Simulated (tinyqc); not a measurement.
## Capacitances against the distance to each plane

Endless row of lines of width wl, height tl and space sl between grounded planes at distance hd; e2 fills the gaps beside the lines, e1 the rest. Laplace's equation is solved on meshes of 3, 6 and 12 steps per unit u and extrapolated (Aitken), which is good to about 0.2 %. C_even (all lines at 1 V) is the capacitance Cg to the planes; C_odd (neighbours in antiphase) = Cg + 4 Cc if only nearest neighbours couple, which defines Cc; total with quiet neighbours Cg + 2 Cc. Plate values 2 eps0 e1 wl/hd and eps0 e2 tl/sl.

Parameters, values chosen for the exercise:
- e1 = 2.4 (relative permittivity above and below the lines)
- e2 = 2.7 (relative permittivity between the lines)
- wl = 4 u (line width, in units u)
- tl = 10 u (line height)
- sl = 8 u (space between lines)

Constants: eps0 = 8.8541878128e-12 F/m. Results are converted to the units shown.

The same in every row: plate Cc (aF/um) = 29.9.

Capacitances against the distance to each plane:

| hd (u) | Cg (aF/um) | Cc (aF/um) | Cg + 2 Cc (aF/um) | C_odd (aF/um) | plate Cg (aF/um) | share of coupling, 2 Cc/(Cg + 2 Cc) (%) |
|---|---|---|---|---|---|---|
| 2 | 181 | 19.7 | 221 | 260 | 85.0 | 17.8 |
| 3 | 132 | 23.3 | 179 | 225 | 56.7 | 26.0 |
| 4 | 105 | 26.3 | 157 | 210 | 42.5 | 33.4 |
| 5 | 86.8 | 28.7 | 144 | 202 | 34.0 | 39.8 |
| 6 | 74.2 | 30.8 | 136 | 197 | 28.3 | 45.3 |
| 8 | 57.4 | 33.9 | 125 | 193 | 21.3 | 54.2 |
| 10 | 46.9 | 36.2 | 119 | 192 | 17.0 | 60.7 |

What does the comparison show?

As hd goes from 2 to 10, Cg falls from 181 to 46.9 aF/um, Cc rises from 19.7 to 36.2 aF/um and the share of coupling rises from 17.8 to 60.7 %. Cg is 2.13 times its plate value in the first row and 2.76 times in the last; for Cc the ratios are 0.659 and 1.21. Neighbours in antiphase raise the load by a factor of 1.18 and 1.61 over quiet ones. For hd = 10 the planes are farther than 0.8 of the pitch, so second neighbours couple too and Cg + 2 Cc understates the quiet load by a per cent or more.

Numbers from tinyqc (`OMP_NUM_THREADS=1 python tinyqc.py 2790196 2790197 out.jsonl`; about 0.8 s on one thread of a shared Intel Xeon 2.30GHz).
